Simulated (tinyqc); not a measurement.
Metal-interlayer-semiconductor contact, depinning against tunnelling resistance: two steps of the calculation.

Zero bias, n-type semiconductor. Gap states at the semiconductor surface thin out as exp(-be ti), which unpins the barrier; electrons must then cross the interlayer (a rectangular barrier, no voltage drop across it) and the parabolic depleted layer, both by WKB. Energies E are counted from the Fermi level; no image force, parabolic bands.

Inputs (values chosen for the exercise); semiconductor values close to those of In0.53Ga0.47As; interlayer mass of the order of that in aluminium oxide, offset chosen freely:

| symbol | value | unit | meaning |
|---|---|---|---|
| T | 400 | K | temperature |
| Eg | 0.713 | eV | band gap |
| eps_r | 13.7 |  | relative permittivity |
| chi | 4.56 | eV | electron affinity |
| Nc | 3.23e17 | cm^-3 | conduction-band density of states at T |
| mt | 0.0413 | m0 | tunnelling mass in the semiconductor |
| mA | 0.0398 | m0 | Richardson mass |
| Nd | 2.2e19 | cm^-3 | donor density |
| E0 | 0.5 | eV | charge-neutrality level above the valence band |
| S0 | 0.15 |  | pinning factor without interlayer |
| phiM | 4.8 | eV | metal work function |
| ti | 0.3 | nm | interlayer thickness |
| dE | 2.43 | eV | conduction-band offset of the interlayer above the semiconductor |
| mi | 0.36 | m0 | tunnelling mass in the interlayer |
| be | 6 | 1/nm | decay constant of gap states through the interlayer |

Constants: q = 1.602176634e-19 C, kB = 1.380649e-23 J/K, eps0 = 8.8541878128e-12 F/m, hbar = 1.054571817e-34 J s, h = 6.62607015e-34 J s, m0 = 9.1093837015e-31 kg, Vt = kB T/q, hbar^2/(2 m0) = 0.0380998212 eV nm^2. Results are converted to the units shown.

Task 1. Pinning, barrier and scales. S = 1/(1 + (1/S0 - 1) exp(-be ti)); phiB = S (phiM - chi) + (1 - S)(Eg - E0); xi = Ec - EF deep inside, from Nd = Nc F(-xi/Vt), F(x) = (2/sqrt(pi)) int_0^infinity sqrt(u) du/(1 + exp(u - x)); band bending U = phiB - xi; E00 = (hbar/2) sqrt(Nd/(eps0 eps_r mt m0)) in volts; A = 4 pi q mA m0 kB^2/h^3.

Wanted: S; phiB; xi; U; E00; A.

Result 1.

S = 0.51634
phiB = 0.22694 eV
xi = -0.69362 eV
U = 0.92056 eV
E00 = 0.11577 eV
A = 4.7829 A/(cm^2 K^2)

Task 2. Exponents and integrand on an energy grid. With U = phiB - xi: for xi < E < phiB, y = (E - xi)/U and G1 = (U/E00) [sqrt(1 - y) - y ln((1 + sqrt(1 - y))/sqrt(y))], G1 = 0 above phiB; G2 = 2 ti sqrt(mi max(phiB + dE - E, 0)/C), C = hbar^2/(2 m0); f = 1/(1 + exp(E/Vt)); integrand exp(-G1 - G2) f.

E, point 0 to 12 (eV): -0.69  -0.60833  -0.52667  -0.445  -0.36333  -0.28167  -0.2  -0.11833  -0.03667  0.045  0.12667  0.20833  0.29
phiB = 0.22694129 eV
xi = -0.69361917 eV
E00 = 0.11577195 eV

Find: G1; G2; f; integrand.

Result 2.

```
point	G1	G2	f	integrand
0	7.828	3.374	1.000	0.00001
1	6.205	3.333	1.000	0.00007
2	5.034	3.291	1.000	0.00024
3	4.062	3.248	1.000	0.00067
4	3.227	3.205	1.000	0.00161
5	2.502	3.162	0.9997	0.00347
6	1.872	3.117	0.9970	0.00679
7	1.328	3.073	0.9687	0.01189
8	0.866	3.027	0.7434	0.01516
9	0.486	2.981	0.2132	0.00666
10	0.195	2.934	0.02473	0.00108
11	0.015	2.886	0.002367	0.00013
12	0.000	2.837	2.219e-4	0.00001
```

Computed by the program tinyqc: `OMP_NUM_THREADS=1 python tinyqc.py 2270043 2270044 out.jsonl`, one thread of a shared Intel Xeon 2.30GHz, about 0.02 s for the whole run.
